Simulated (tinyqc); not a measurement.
Interface traps from C-V curves, high-low and Terman methods: two steps of the calculation.

MOS capacitor on an n-type substrate; psi is the band bending, negative in depletion; only majority carriers are counted. At the bending psi the Fermi level lies y = xi - psi below the conduction edge at the surface, xi = Vt ln(Nc/Nd). Dit(y) = D0 + D1 exp(-y/E1); traps fill up to the Fermi level, follow the bias and a slow signal, and do not follow a fast one. V is the gate voltage from flat band.

Inputs (values chosen for the exercise); band and dielectric values close to those of silicon:

| symbol | value | unit | meaning |
|---|---|---|---|
| T | 300 | K | temperature |
| eps_r | 11.5 |  | relative permittivity |
| Nc | 2.77e19 | cm^-3 | conduction-band density of states at T |
| Nd | 1.1e16 | cm^-3 | donor density |
| EOT | 4.2 | nm | equivalent oxide thickness |
| D0 | 3.8e11 | cm^-2 eV^-1 | trap density far from the band edge |
| D1 | 8.4e12 | cm^-2 eV^-1 | band-tail density at the conduction edge |
| E1 | 0.18 | eV | decay energy of the tail |
| n | 7 |  | points |
| pa | -0.55 | V | deepest band bending |
| pb | -0.039 | V | shallowest band bending |

Constants: q = 1.602176634e-19 C, kB = 1.380649e-23 J/K, Vt = kB T/q, eps0 = 8.8541878128e-14 F/cm where lengths are in cm. Results are converted to the units shown.

Task 1. The curves. Cox = 3.9 eps0/EOT, LD = sqrt(eps0 eps_r Vt/(q Nd)), u = psi/Vt, Cd = (eps0 eps_r/(sqrt(2) LD)) |exp(u) - 1|/sqrt(exp(u) - u - 1). Ideal V0 = psi - sqrt(2) (eps0 eps_r Vt/LD) sqrt(exp(u) - u - 1)/Cox for psi < 0; the traps add dV = (q/Cox) times the integral of Dit from 0 to psi = (q/Cox) [D0 psi + D1 E1 exp(-xi/E1) (exp(psi/E1) - 1)]. 1/C_HF = 1/Cox + 1/Cd, 1/C_LF = 1/Cox + 1/(Cd + q Dit). Take n equally spaced psi from pa to pb.

Give: psi; y; Dit; V0; V; C_HF; C_LF; Cox.

Result 1.

| point | psi (V) | y (eV) | Dit (cm^-2 eV^-1) | V0 (V) | V (V) | C_HF (nF/cm^2) | C_LF (nF/cm^2) |
|---|---|---|---|---|---|---|---|
| 0 | -0.55000 | 0.75245 | 5.0847e11 | -0.60275 | -0.73466 | 39.392 | 106.87 |
| 1 | -0.46483 | 0.66729 | 5.8620e11 | -0.51311 | -0.63598 | 42.854 | 118.99 |
| 2 | -0.37967 | 0.58212 | 7.1095e11 | -0.42301 | -0.53520 | 47.452 | 136.91 |
| 3 | -0.29450 | 0.49695 | 9.1119e11 | -0.33227 | -0.43112 | 53.996 | 163.30 |
| 4 | -0.20933 | 0.41179 | 1.2326e12 | -0.24055 | -0.32182 | 64.429 | 201.77 |
| 5 | -0.12417 | 0.32662 | 1.7484e12 | -0.14704 | -0.20391 | 84.876 | 257.43 |
| 6 | -0.03900 | 0.24145 | 2.5764e12 | -0.04901 | -0.07054 | 140.76 | 340.98 |

Cox = 822.17 nF/cm^2

At the deepest bending the traps stretch the gate voltage from -0.603 to -0.735 V.

Task 2. Terman extraction. psi at each point follows from C_HF and the ideal curve. Dit = (Cox/q) d(V - V0)/dpsi by central differences over the two neighbours.

| point | psi (V) | V0 (V) | V (V) |
|---|---|---|---|
| 0 | -0.55000000 | -0.60275368 | -0.73465655 |
| 1 | -0.46483333 | -0.51311128 | -0.63598103 |
| 2 | -0.37966667 | -0.42300914 | -0.53519615 |
| 3 | -0.29450000 | -0.33226746 | -0.43112404 |
| 4 | -0.20933333 | -0.24054601 | -0.32182250 |
| 5 | -0.12416667 | -0.14703860 | -0.20391414 |
| 6 | -0.03900000 | -0.04900870 | -0.07053553 |

Cox = 822.17458 nF/cm^2

Give: Dit by Terman.

Result 2.

Dit by Terman, point 1 to 5 (cm^-2 eV^-1): [5.940e11, 7.234e11, 9.312e11, 1.265e12, 1.800e12]

The differences overstate the curved tail; the largest error is 3.0 %, at point 5.

Computed by the program tinyqc: `OMP_NUM_THREADS=1 python tinyqc.py 2030161 2030162 out.jsonl`, one thread of a shared Intel Xeon 2.30GHz, about 0.01 s for the whole run.
